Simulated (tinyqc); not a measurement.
UHF in the sto-3g basis, for BeH+, spin multiplicity 1, step by step (part 1 of 3). Computed by tinyqc, a small Python program that keeps every step (integrals from PySCF). Settings: charge = 1, multiplicity = 1, basis = sto-3g, energy threshold = 1e-09, iteration cap = 87, orthogonalisation = symmetric, start = Wolfsberg-Helmholz matrix, DIIS depth = 4, method = UHF, break = 0.7. Command: `OMP_NUM_THREADS=1 python tinyqc.py 25480 25481 out.jsonl` (the two numbers bound the seeds that draw the settings). One thread of a shared host (Intel(R) Xeon(R) Processor @ 2.60GHz), about 0.09 s of CPU time with the checks. Later iterations appear only in the table of the cycle.

## One-electron integrals

Geometry (angstrom):
```
atom         x         y         z
Be    0.000000  0.000000  0.000000
H     0.000000  0.000000  1.445000
```

Basis sto-3g: exponents (1/bohr^2) and contraction coefficients of normalised primitives:
```
element  l (shell)   exponent  coefficient
Be           s (1)  30.167871     0.154329
Be           s (1)   5.495115     0.535328
Be           s (1)   1.487193     0.444635
Be           s (2)   1.314833    -0.099967
Be           s (2)   0.305539     0.399513
Be           s (2)   0.099371     0.700115
Be           p (3)   1.314833     0.155916
Be           p (3)   0.305539     0.607684
Be           p (3)   0.099371     0.391957
H            s (1)   3.425251     0.154329
H            s (1)   0.623914     0.535328
H            s (1)   0.168855     0.444635
```

Overlap, kinetic and nuclear-attraction integrals over the contracted functions; the nuclear repulsion is the sum of Za Zb / Rab.

nuclear repulsion = 1.46485041 hartree

overlap S, order 1Be 1s, 1Be 2s, 1Be 2px, 1Be 2py, 1Be 2pz, 2H 1s:
```
[[1.000000, 0.259517, 0.000000, 0.000000, 0.000000, 0.055146],
 [0.259517, 1.000000, 0.000000, 0.000000, 0.000000, 0.418188],
 [0.000000, 0.000000, 1.000000, 0.000000, 0.000000, 0.000000],
 [0.000000, 0.000000, 0.000000, 1.000000, 0.000000, 0.000000],
 [0.000000, 0.000000, 0.000000, 0.000000, 1.000000, 0.494561],
 [0.055146, 0.418188, 0.000000, 0.000000, 0.494561, 1.000000]]
```

kinetic energy T (hartree), order 1Be 1s, 1Be 2s, 1Be 2px, 1Be 2py, 1Be 2pz, 2H 1s:
```
[[6.693975, -0.033012, 0.000000, 0.000000, 0.000000, -0.014538],
 [-0.033012, 0.211111, 0.000000, 0.000000, 0.000000, 0.053861],
 [0.000000, 0.000000, 0.660592, 0.000000, 0.000000, 0.000000],
 [0.000000, 0.000000, 0.000000, 0.660592, 0.000000, 0.000000],
 [0.000000, 0.000000, 0.000000, 0.000000, 0.660592, 0.160140],
 [-0.014538, 0.053861, 0.000000, 0.000000, 0.160140, 0.760032]]
```

nuclear attraction V (hartree), order 1Be 1s, 1Be 2s, 1Be 2px, 1Be 2py, 1Be 2pz, 2H 1s:
```
[[-14.927305, -1.994284, 0.000000, 0.000000, -0.015479, -0.423983],
 [-1.994284, -2.661758, 0.000000, 0.000000, -0.135972, -1.098374],
 [0.000000, 0.000000, -2.608428, 0.000000, 0.000000, 0.000000],
 [0.000000, 0.000000, 0.000000, -2.608428, 0.000000, 0.000000],
 [-0.015479, -0.135972, 0.000000, 0.000000, -2.713133, -1.280925],
 [-0.423983, -1.098374, 0.000000, 0.000000, -1.280925, -2.683967]]
```

core Hamiltonian H = T + V (hartree), order 1Be 1s, 1Be 2s, 1Be 2px, 1Be 2py, 1Be 2pz, 2H 1s:
```
[[-8.233330, -2.027296, 0.000000, 0.000000, -0.015479, -0.438521],
 [-2.027296, -2.450647, 0.000000, 0.000000, -0.135972, -1.044512],
 [0.000000, 0.000000, -1.947836, 0.000000, 0.000000, 0.000000],
 [0.000000, 0.000000, 0.000000, -1.947836, 0.000000, 0.000000],
 [-0.015479, -0.135972, 0.000000, 0.000000, -2.052541, -1.120785],
 [-0.438521, -1.044512, 0.000000, 0.000000, -1.120785, -1.923935]]
```

## Two-electron integrals

Functions are numbered as in S; the eight-fold symmetry (ij|kl) = (ji|kl) = (kl|ij) leaves the list below.

Two-electron integrals (ij|kl) in chemists' order, unique and non-zero (hartree):
```
(11|11) 2.298831   (21|11) 0.392036   (21|21) 0.079539   (22|11) 0.570988
(22|21) 0.143041   (22|22) 0.417683   (31|31) 0.014607   (32|31) 0.021888
(32|32) 0.092265   (33|11) 0.569578   (33|21) 0.143083   (33|22) 0.417589
(33|33) 0.449859   (41|41) 0.014607   (42|41) 0.021888   (42|42) 0.092265
(43|43) 0.024249   (44|11) 0.569578   (44|21) 0.143083   (44|22) 0.417589
(44|33) 0.401360   (44|44) 0.449859   (51|51) 0.014607   (52|51) 0.021888
(52|52) 0.092265   (53|53) 0.024249   (54|54) 0.024249   (55|11) 0.569578
(55|21) 0.143083   (55|22) 0.417589   (55|33) 0.401360   (55|44) 0.401360
(55|55) 0.449859   (61|11) 0.082307   (61|21) 0.016690   (61|22) 0.030263
(61|33) 0.030047   (61|44) 0.030047   (61|51) 0.001481   (61|52) 0.002789
(61|55) 0.030710   (61|61) 0.003674   (62|11) 0.197458   (62|21) 0.050178
(62|22) 0.159333   (62|33) 0.153319   (62|44) 0.153319   (62|51) 0.006577
(62|52) 0.040127   (62|55) 0.171218   (62|61) 0.011647   (62|62) 0.090022
(63|31) 0.004637   (63|32) 0.021627   (63|53) 0.006972   (63|63) 0.008342
(64|41) 0.004637   (64|42) 0.021627   (64|54) 0.006972   (64|64) 0.008342
(65|11) 0.211077   (65|21) 0.054300   (65|22) 0.180837   (65|33) 0.170119
(65|44) 0.170119   (65|51) 0.010696   (65|52) 0.062480   (65|55) 0.202091
(65|61) 0.013180   (65|62) 0.116282   (65|65) 0.155201   (66|11) 0.363980
(66|21) 0.094169   (66|22) 0.334904   (66|33) 0.310619   (66|44) 0.310619
(66|51) 0.014572   (66|52) 0.114451   (66|55) 0.383209   (66|61) 0.022444
(66|62) 0.239685   (66|65) 0.328880   (66|66) 0.774606
```

## Orthogonalisation

S = U s U^T; symmetric (Loewdin) form X = U s^(-1/2) U^T, so that X^T S X = 1.

eigenvalues of S: [0.341437, 0.794312, 1.000000, 1.000000, 1.176933, 1.687319]

X, order 1Be 1s, 1Be 2s, 1Be 2px, 1Be 2py, 1Be 2pz, 2H 1s:
```
[[1.027694, -0.145195, 0.000000, 0.000000, -0.011108, 0.022938],
 [-0.145195, 1.128167, 0.000000, 0.000000, 0.117358, -0.298884],
 [0.000000, 0.000000, 1.000000, 0.000000, 0.000000, 0.000000],
 [0.000000, 0.000000, 0.000000, 1.000000, 0.000000, 0.000000],
 [-0.011108, 0.117358, 0.000000, 0.000000, 1.135581, -0.346576],
 [0.022938, -0.298884, 0.000000, 0.000000, -0.346576, 1.233577]]
```

## Starting guess

The start is the generalised Wolfsberg-Helmholz matrix (K = 1.75) built on H, with HOMO and LUMO mixed by +/-0.7 rad for the two spins; D(s) = C_occ C_occ^T for each spin.

D(alpha) at the start, order 1Be 1s, 1Be 2s, 1Be 2px, 1Be 2py, 1Be 2pz, 2H 1s:
```
[[0.983254, 0.024341, 0.006115, -0.067467, -0.033407, -0.054022],
 [0.024341, 0.069264, -0.015000, 0.165500, 0.092646, 0.104417],
 [0.006115, -0.015000, 0.003381, -0.037308, -0.020834, -0.023672],
 [-0.067467, 0.165500, -0.037308, 0.411635, 0.229870, 0.261185],
 [-0.033407, 0.092646, -0.020834, 0.229870, 0.128385, 0.145805],
 [-0.054022, 0.104417, -0.023672, 0.261185, 0.145805, 0.165853]]
```

D(beta) at the start, order 1Be 1s, 1Be 2s, 1Be 2px, 1Be 2py, 1Be 2pz, 2H 1s:
```
[[0.983254, 0.024341, -0.006115, 0.067467, -0.033407, -0.054022],
 [0.024341, 0.069264, 0.015000, -0.165500, 0.092646, 0.104417],
 [-0.006115, 0.015000, 0.003381, -0.037308, 0.020834, 0.023672],
 [0.067467, -0.165500, -0.037308, 0.411635, -0.229870, -0.261185],
 [-0.033407, 0.092646, 0.020834, -0.229870, 0.128385, 0.145805],
 [-0.054022, 0.104417, 0.023672, -0.261185, 0.145805, 0.165853]]
```

## Iteration 1: building the Fock matrix

J_ij = sum D_kl (ij|kl) with D = D(alpha) + D(beta), K_ij = sum D_kl (ik|jl) for each spin; F = H + J - K(s); E = tr D H + tr D J / 2 - 0.5 sum_s tr D(s) K(s) + E_nn.

Coulomb J (hartree), order 1Be 1s, 1Be 2s, 1Be 2px, 1Be 2py, 1Be 2pz, 2H 1s:
```
[[5.565483, 1.034262, 0.000000, 0.000000, 0.019658, 0.220539],
 [1.034262, 1.925045, 0.000000, 0.000000, 0.121828, 0.782881],
 [0.000000, 0.000000, 1.888182, -0.003619, 0.000000, 0.000000],
 [0.000000, 0.000000, -0.003619, 1.927782, 0.000000, 0.000000],
 [0.019658, 0.121828, 0.000000, 0.000000, 1.950365, 0.905571],
 [0.220539, 0.782881, 0.000000, 0.000000, 0.905571, 1.712030]]
```

exchange K(alpha) (hartree), order 1Be 1s, 1Be 2s, 1Be 2px, 1Be 2py, 1Be 2pz, 2H 1s:
```
[[2.288501, 0.423236, 0.000277, -0.003052, -0.001531, 0.090410],
 [0.423236, 0.218722, -0.010780, 0.118944, 0.114869, 0.177013],
 [0.000277, -0.010780, 0.043867, -0.015879, -0.013059, -0.013652],
 [-0.003052, 0.118944, -0.015879, 0.217623, 0.144088, 0.150629],
 [-0.001531, 0.114869, -0.013059, 0.144088, 0.186202, 0.209212],
 [0.090410, 0.177013, -0.013652, 0.150629, 0.209212, 0.326473]]
```

exchange K(beta) (hartree), order 1Be 1s, 1Be 2s, 1Be 2px, 1Be 2py, 1Be 2pz, 2H 1s:
```
[[2.288501, 0.423236, -0.000277, 0.003052, -0.001531, 0.090410],
 [0.423236, 0.218722, 0.010780, -0.118944, 0.114869, 0.177013],
 [-0.000277, 0.010780, 0.043867, -0.015879, 0.013059, 0.013652],
 [0.003052, -0.118944, -0.015879, 0.217623, -0.144088, -0.150629],
 [-0.001531, 0.114869, 0.013059, -0.144088, 0.186202, 0.209212],
 [0.090410, 0.177013, 0.013652, -0.150629, 0.209212, 0.326473]]
```

F(alpha) (hartree), order 1Be 1s, 1Be 2s, 1Be 2px, 1Be 2py, 1Be 2pz, 2H 1s:
```
[[-4.956347, -1.416270, -0.000277, 0.003052, 0.005710, -0.308392],
 [-1.416270, -0.744324, 0.010780, -0.118944, -0.129013, -0.438645],
 [-0.000277, 0.010780, -0.103521, 0.012260, 0.013059, 0.013652],
 [0.003052, -0.118944, 0.012260, -0.237678, -0.144088, -0.150629],
 [0.005710, -0.129013, 0.013059, -0.144088, -0.288379, -0.424426],
 [-0.308392, -0.438645, 0.013652, -0.150629, -0.424426, -0.538378]]
```

F(beta) (hartree), order 1Be 1s, 1Be 2s, 1Be 2px, 1Be 2py, 1Be 2pz, 2H 1s:
```
[[-4.956347, -1.416270, 0.000277, -0.003052, 0.005710, -0.308392],
 [-1.416270, -0.744324, -0.010780, 0.118944, -0.129013, -0.438645],
 [0.000277, -0.010780, -0.103521, 0.012260, -0.013059, -0.013652],
 [-0.003052, 0.118944, 0.012260, -0.237678, 0.144088, 0.150629],
 [0.005710, -0.129013, -0.013059, 0.144088, -0.288379, -0.424426],
 [-0.308392, -0.438645, -0.013652, 0.150629, -0.424426, -0.538378]]
```

total energy of this density = -14.42360779 hartree

## Iteration 1: diagonalisation and new density

Diagonalise F' = X^T F X, C = X C', fill 2 alpha and 2 beta electrons from the bottom; D(s) = C_occ C_occ^T. Each column has its largest component positive (the first on a tie).

F' = X^T F X (alpha) (hartree):
```
[[-4.839968, -0.739014, -0.001681, 0.018552, 0.006161, -0.035057],
 [-0.739014, -0.375453, 0.009654, -0.106521, 0.004800, -0.262823],
 [-0.001681, 0.009654, -0.103521, 0.012260, 0.011367, 0.009087],
 [0.018552, -0.106521, 0.012260, -0.237678, -0.125412, -0.100255],
 [0.006161, 0.004800, 0.011367, -0.125412, -0.110859, -0.336060],
 [-0.035057, -0.262823, 0.009087, -0.100255, -0.336060, -0.261483]]
```

orbital energies (alpha) (hartree): [-4.960365, -0.712687, -0.208566, -0.172744, -0.102410, 0.227809]

coefficients C (alpha), order 1Be 1s, 1Be 2s, 1Be 2px, 1Be 2py, 1Be 2pz, 2H 1s:
```
[[0.991455, -0.141310, -0.242984, 0.025141, 0.000000, 0.123536],
 [0.032323, 0.371990, 0.891104, -0.001424, 0.000000, -0.680777],
 [-0.000006, -0.033165, 0.004636, -0.082976, 0.995918, -0.011881],
 [0.000071, 0.365919, -0.051145, 0.915508, 0.090264, 0.131087],
 [0.001850, 0.331453, -0.507366, -0.013677, 0.000000, -1.027659],
 [-0.004989, 0.537561, -0.212983, -0.386700, 0.000000, 1.117045]]
```

F' = X^T F X (beta) (hartree):
```
[[-4.839968, -0.739014, 0.001681, -0.018552, 0.006161, -0.035057],
 [-0.739014, -0.375453, -0.009654, 0.106521, 0.004800, -0.262823],
 [0.001681, -0.009654, -0.103521, 0.012260, -0.011367, -0.009087],
 [-0.018552, 0.106521, 0.012260, -0.237678, 0.125412, 0.100255],
 [0.006161, 0.004800, -0.011367, 0.125412, -0.110859, -0.336060],
 [-0.035057, -0.262823, -0.009087, 0.100255, -0.336060, -0.261483]]
```

orbital energies (beta) (hartree): [-4.960365, -0.712687, -0.208566, -0.172744, -0.102410, 0.227809]

coefficients C (beta), order 1Be 1s, 1Be 2s, 1Be 2px, 1Be 2py, 1Be 2pz, 2H 1s:
```
[[0.991455, -0.141310, -0.242984, -0.025141, 0.000000, 0.123536],
 [0.032323, 0.371990, 0.891104, 0.001424, 0.000000, -0.680777],
 [0.000006, 0.033165, -0.004636, -0.082976, 0.995918, 0.011881],
 [-0.000071, -0.365919, 0.051145, 0.915508, 0.090264, -0.131087],
 [0.001850, 0.331453, -0.507366, 0.013677, 0.000000, -1.027659],
 [-0.004989, 0.537561, -0.212983, 0.386700, 0.000000, 1.117045]]
```

D(alpha) after iteration 1, order 1Be 1s, 1Be 2s, 1Be 2px, 1Be 2py, 1Be 2pz, 2H 1s:
```
[[1.002951, -0.020519, 0.004680, -0.051638, -0.045004, -0.080909],
 [-0.020519, 0.139422, -0.012337, 0.136121, 0.123357, 0.199806],
 [0.004680, -0.012337, 0.001100, -0.012136, -0.010993, -0.017828],
 [-0.051638, 0.136121, -0.012136, 0.133897, 0.121285, 0.196704],
 [-0.045004, 0.123357, -0.010993, 0.121285, 0.109865, 0.178167],
 [-0.080909, 0.199806, -0.017828, 0.196704, 0.178167, 0.288997]]
```

D(beta) after iteration 1, order 1Be 1s, 1Be 2s, 1Be 2px, 1Be 2py, 1Be 2pz, 2H 1s:
```
[[1.002951, -0.020519, -0.004680, 0.051638, -0.045004, -0.080909],
 [-0.020519, 0.139422, 0.012337, -0.136121, 0.123357, 0.199806],
 [-0.004680, 0.012337, 0.001100, -0.012136, 0.010993, 0.017828],
 [0.051638, -0.136121, -0.012136, 0.133897, -0.121285, -0.196704],
 [-0.045004, 0.123357, 0.010993, -0.121285, 0.109865, 0.178167],
 [-0.080909, 0.199806, 0.017828, -0.196704, 0.178167, 0.288997]]
```

## Iteration 2: building the Fock matrix

As before.

Coulomb J (hartree), order 1Be 1s, 1Be 2s, 1Be 2px, 1Be 2py, 1Be 2pz, 2H 1s:
```
[[5.509188, 1.017644, 0.000000, 0.000000, 0.028993, 0.218625],
 [1.017644, 1.894576, 0.000000, 0.000000, 0.183433, 0.823609],
 [0.000000, 0.000000, 1.857466, -0.001177, 0.000000, 0.000000],
 [0.000000, 0.000000, -0.001177, 1.870346, 0.000000, 0.000000],
 [0.028993, 0.183433, 0.000000, 0.000000, 1.946848, 0.977977],
 [0.218625, 0.823609, 0.000000, 0.000000, 0.977977, 1.904082]]
```

exchange K(alpha) (hartree), order 1Be 1s, 1Be 2s, 1Be 2px, 1Be 2py, 1Be 2pz, 2H 1s:
```
[[2.299133, 0.408929, 0.000080, -0.000888, -0.000545, 0.087724],
 [0.408929, 0.250596, -0.008637, 0.095295, 0.169937, 0.258494],
 [0.000080, -0.008637, 0.045808, -0.005165, -0.007836, -0.009629],
 [-0.000888, 0.095295, -0.005165, 0.102328, 0.086455, 0.106242],
 [-0.000545, 0.169937, -0.007836, 0.086455, 0.219414, 0.291825],
 [0.087724, 0.258494, -0.009629, 0.106242, 0.291825, 0.494636]]
```

exchange K(beta) (hartree), order 1Be 1s, 1Be 2s, 1Be 2px, 1Be 2py, 1Be 2pz, 2H 1s:
```
[[2.299133, 0.408929, -0.000080, 0.000888, -0.000545, 0.087724],
 [0.408929, 0.250596, 0.008637, -0.095295, 0.169937, 0.258494],
 [-0.000080, 0.008637, 0.045808, -0.005165, 0.007836, 0.009629],
 [0.000888, -0.095295, -0.005165, 0.102328, -0.086455, -0.106242],
 [-0.000545, 0.169937, 0.007836, -0.086455, 0.219414, 0.291825],
 [0.087724, 0.258494, 0.009629, -0.106242, 0.291825, 0.494636]]
```

F(alpha) (hartree), order 1Be 1s, 1Be 2s, 1Be 2px, 1Be 2py, 1Be 2pz, 2H 1s:
```
[[-5.023275, -1.418581, -0.000080, 0.000888, 0.014059, -0.307619],
 [-1.418581, -0.806667, 0.008637, -0.095295, -0.122476, -0.479397],
 [-0.000080, 0.008637, -0.136179, 0.003988, 0.007836, 0.009629],
 [0.000888, -0.095295, 0.003988, -0.179818, -0.086455, -0.106242],
 [0.014059, -0.122476, 0.007836, -0.086455, -0.325108, -0.434633],
 [-0.307619, -0.479397, 0.009629, -0.106242, -0.434633, -0.514490]]
```

F(beta) (hartree), order 1Be 1s, 1Be 2s, 1Be 2px, 1Be 2py, 1Be 2pz, 2H 1s:
```
[[-5.023275, -1.418581, 0.000080, -0.000888, 0.014059, -0.307619],
 [-1.418581, -0.806667, -0.008637, 0.095295, -0.122476, -0.479397],
 [0.000080, -0.008637, -0.136179, 0.003988, -0.007836, -0.009629],
 [-0.000888, 0.095295, 0.003988, -0.179818, 0.086455, 0.106242],
 [0.014059, -0.122476, -0.007836, 0.086455, -0.325108, -0.434633],
 [-0.307619, -0.479397, -0.009629, 0.106242, -0.434633, -0.514490]]
```

total energy of this density = -14.59245045 hartree

## Iteration 2: DIIS over 2 matrices

error matrix X^T (FDS - SDF) X (alpha):
```
[[0.000000, -0.013175, -0.001237, 0.013644, -0.002785, 0.015785],
 [0.013175, 0.000000, 0.004385, -0.048386, -0.019685, -0.037563],
 [0.001237, -0.004385, 0.000000, 0.000000, -0.003072, -0.003760],
 [-0.013644, 0.048386, 0.000000, 0.000000, 0.033893, 0.041488],
 [0.002785, 0.019685, 0.003072, -0.033893, 0.000000, -0.011124],
 [-0.015785, 0.037563, 0.003760, -0.041488, 0.011124, 0.000000]]
```

B (overlaps of the stored error matrices):
```
[[1.3959029e-01, 5.4350900e-02],
 [5.4350900e-02, 3.1177790e-02]]
```

Minimise |sum c_i e_i|^2 with sum c_i = 1: solve [B -1; -1 0][c; lambda] = [0; -1] with B_ij = tr e_i^T e_j summed over both spins, and take F = sum c_i F_i.

DIIS coefficients: [-0.373361, 1.373361]

extrapolated F(alpha) (hartree), order 1Be 1s, 1Be 2s, 1Be 2px, 1Be 2py, 1Be 2pz, 2H 1s:
```
[[-5.048264, -1.419443, -0.000007, 0.000080, 0.017177, -0.307331],
 [-1.419443, -0.829943, 0.007837, -0.086466, -0.120035, -0.494612],
 [-0.000007, 0.007837, -0.148373, 0.000899, 0.005885, 0.008127],
 [0.000080, -0.086466, 0.000899, -0.158215, -0.064936, -0.089670],
 [0.017177, -0.120035, 0.005885, -0.064936, -0.338821, -0.438443],
 [-0.307331, -0.494612, 0.008127, -0.089670, -0.438443, -0.505571]]
```

extrapolated F(beta) (hartree), order 1Be 1s, 1Be 2s, 1Be 2px, 1Be 2py, 1Be 2pz, 2H 1s:
```
[[-5.048264, -1.419443, 0.000007, -0.000080, 0.017177, -0.307331],
 [-1.419443, -0.829943, -0.007837, 0.086466, -0.120035, -0.494612],
 [0.000007, -0.007837, -0.148373, 0.000899, -0.005885, -0.008127],
 [-0.000080, 0.086466, 0.000899, -0.158215, 0.064936, 0.089670],
 [0.017177, -0.120035, -0.005885, 0.064936, -0.338821, -0.438443],
 [-0.307331, -0.494612, -0.008127, 0.089670, -0.438443, -0.505571]]
```

## Iteration 2: diagonalisation and new density

As before.

F' = X^T F X (alpha) (hartree):
```
[[-4.937696, -0.718333, -0.001024, 0.011301, 0.016785, -0.030769],
 [-0.718333, -0.442283, 0.007104, -0.078380, 0.029036, -0.333695],
 [-0.001024, 0.007104, -0.148373, 0.000899, 0.004787, 0.005643],
 [0.011301, -0.078380, 0.000899, -0.158215, -0.052811, -0.062264],
 [0.016785, 0.029036, 0.004787, -0.052811, -0.155450, -0.365538],
 [-0.030769, -0.333695, 0.005643, -0.062264, -0.365538, -0.170280]]
```

orbital energies (alpha) (hartree): [-5.051115, -0.709421, -0.276440, -0.148291, -0.135369, 0.308338]

coefficients C (alpha), order 1Be 1s, 1Be 2s, 1Be 2px, 1Be 2py, 1Be 2pz, 2H 1s:
```
[[0.992980, -0.175045, -0.207571, 0.000000, 0.044040, 0.127317],
 [0.026328, 0.511833, 0.770487, 0.000000, -0.126900, -0.724242],
 [-0.000035, -0.018066, -0.005743, 0.995918, -0.088184, -0.003427],
 [0.000383, 0.199331, 0.063362, 0.090264, 0.972972, 0.037810],
 [-0.001995, 0.326153, -0.633091, 0.000000, 0.011608, -0.957202],
 [-0.002170, 0.495228, -0.201195, 0.000000, -0.134788, 1.194898]]
```

F' = X^T F X (beta) (hartree):
```
[[-4.937696, -0.718333, 0.001024, -0.011301, 0.016785, -0.030769],
 [-0.718333, -0.442283, -0.007104, 0.078380, 0.029036, -0.333695],
 [0.001024, -0.007104, -0.148373, 0.000899, -0.004787, -0.005643],
 [-0.011301, 0.078380, 0.000899, -0.158215, 0.052811, 0.062264],
 [0.016785, 0.029036, -0.004787, 0.052811, -0.155450, -0.365538],
 [-0.030769, -0.333695, -0.005643, 0.062264, -0.365538, -0.170280]]
```

orbital energies (beta) (hartree): [-5.051115, -0.709421, -0.276440, -0.148291, -0.135369, 0.308338]

coefficients C (beta), order 1Be 1s, 1Be 2s, 1Be 2px, 1Be 2py, 1Be 2pz, 2H 1s:
```
[[0.992980, -0.175045, -0.207571, 0.000000, -0.044040, 0.127317],
 [0.026328, 0.511833, 0.770487, 0.000000, 0.126900, -0.724242],
 [0.000035, 0.018066, 0.005743, 0.995918, -0.088184, 0.003427],
 [-0.000383, -0.199331, -0.063362, 0.090264, 0.972972, -0.037810],
 [-0.001995, 0.326153, -0.633091, 0.000000, -0.011608, -0.957202],
 [-0.002170, 0.495228, -0.201195, 0.000000, 0.134788, 1.194898]]
```

D(alpha) after iteration 2, order 1Be 1s, 1Be 2s, 1Be 2px, 1Be 2py, 1Be 2pz, 2H 1s:
```
[[1.016651, -0.063451, 0.003128, -0.034512, -0.059072, -0.088842],
 [-0.063451, 0.262666, -0.009248, 0.102034, 0.166883, 0.253417],
 [0.003128, -0.009248, 0.000326, -0.003601, -0.005892, -0.008947],
 [-0.034512, 0.102034, -0.003601, 0.039733, 0.065012, 0.098714],
 [-0.059072, 0.166883, -0.005892, 0.065012, 0.106380, 0.161524],
 [-0.088842, 0.253417, -0.008947, 0.098714, 0.161524, 0.245256]]
```

D(beta) after iteration 2, order 1Be 1s, 1Be 2s, 1Be 2px, 1Be 2py, 1Be 2pz, 2H 1s:
```
[[1.016651, -0.063451, -0.003128, 0.034512, -0.059072, -0.088842],
 [-0.063451, 0.262666, 0.009248, -0.102034, 0.166883, 0.253417],
 [-0.003128, 0.009248, 0.000326, -0.003601, 0.005892, 0.008947],
 [0.034512, -0.102034, -0.003601, 0.039733, -0.065012, -0.098714],
 [-0.059072, 0.166883, 0.005892, -0.065012, 0.106380, 0.161524],
 [-0.088842, 0.253417, 0.008947, -0.098714, 0.161524, 0.245256]]
```
